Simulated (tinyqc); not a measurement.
Threshold of a short bulk MOSFET: charge sharing, barrier lowering, narrow width: effect of the channel doping.

n-channel device on a p-type body, depletion approximation, full ionisation. Uniform doping N = Na. Vbi from Boltzmann statistics is rough for the degenerate source. Cox = eps0 eox/tox.

ni = sqrt(Nc Nv) exp(-Eg/(2 Vt)), Eg in volts; 2 pB = 2 Vt ln(N/ni); flat band Vfb - Vt ln(N/Na); Wd = sqrt(2 eps0 eps_r (2 pB - Vbs)/(q N)); body term q N Wd/Cox; long-channel VT0 = flat band + 2 pB + body term; Vbi = Vt ln(N Nsd/ni^2); scale length l = sqrt((eps_r/eox) tox Wd). Charge sharing (trapezoid; it ignores Vds): F = (xj/L)(sqrt(1 + 2 Wd/xj) - 1), lowering = body term times F. Barrier lowering: th = exp(-L/(2 l)) + 2 exp(-L/l), lowering = th [2 (Vbi - 2 pB) + Vds], DIBL = th. Narrow width: rise = body term times xw Wd/W. VT by each model = VT0 - lowering + rise. DIBL under 0.001 mV/V is printed as 0. Vfb is held fixed.

Parameters, values chosen for the exercise; band and dielectric values close to those of silicon: temperature T = 300 K; band gap Eg = 1.13 eV; relative permittivity eps_r = 11.6; conduction-band density of states at T Nc = 2.79e19 cm^-3; valence-band density of states at T Nv = 2.66e19 cm^-3; relative permittivity of the gate insulator (close to silicon dioxide) eox = 3.9; insulator thickness tox = 11 nm; source and drain doping Nsd = 1e20 cm^-3; flat-band voltage for the doping Na Vfb = -0.95 V; junction depth xj = 14 nm; body-source voltage Vbs = 0 V; drain-source voltage Vds = 1 V; gate width W = 1400 nm; shape factor of the fringing depletion at the width edges xw = 1.5708; channel length L = 830 nm.

Constants: q = 1.602176634e-19 C, kB = 1.380649e-23 J/K, Vt = kB T/q, eps0 = 8.8541878128e-14 F/cm where lengths are in cm. Results are converted to the units shown.

Results:

| Na (cm^-3) | N (cm^-3) | VT0 (V) | L/l | F | DIBL (mV/V) | VT, charge sharing (V) | VT, barrier lowering (V) |
|---|---|---|---|---|---|---|---|
| 1.8e16 | 1.8000e16 | 0.013950 | 9.5401 | 0.081558 | 8.6239 | 0.051784 | 0.056649 |
| 5e16 | 5.0000e16 | 0.22070 | 12.109 | 0.061371 | 2.3586 | 0.25726 | 0.27646 |
| 8.6e16 | 8.6000e16 | 0.37120 | 13.749 | 0.052501 | 1.0361 | 0.40663 | 0.43089 |
| 1.4e17 | 1.4000e17 | 0.54065 | 15.415 | 0.045472 | 0.44995 | 0.57482 | 0.60301 |
| 2.5e17 | 2.5000e17 | 0.79824 | 17.667 | 0.038146 | 0.14584 | 0.83056 | 0.86321 |
| 4.2e17 | 4.2000e17 | 1.0967 | 19.964 | 0.032445 | 0.046230 | 1.1271 | 1.1638 |
| 7e17 | 7.0000e17 | 1.4736 | 22.522 | 0.027535 | 0.012862 | 1.5019 | 1.5427 |

Estimate the missing row, Na = 3e16 cm^-3.

Computed row:

| Na (cm^-3) | N (cm^-3) | VT0 (V) | L/l | F | DIBL (mV/V) | VT, charge sharing (V) | VT, barrier lowering (V) |
|---|---|---|---|---|---|---|---|
| 3e16 | 3.0000e16 | 0.10699 | 10.746 | 0.070854 | 4.6823 | 0.14432 | 0.15745 |

With this row back in the table: As Na goes from 1.8e16 to 7e17, VT0 rises from 0.0139 to 1.47 V, DIBL falls from 8.62 to 0.0129 mV/V, F falls from 0.0816 to 0.0275 and VT by barrier lowering rises from 0.0566 to 1.54 V.

Numbers from tinyqc (`OMP_NUM_THREADS=1 python tinyqc.py 2002137 2002138 out.jsonl`; about 0.01 s on one thread of a shared Intel Xeon 2.30GHz).
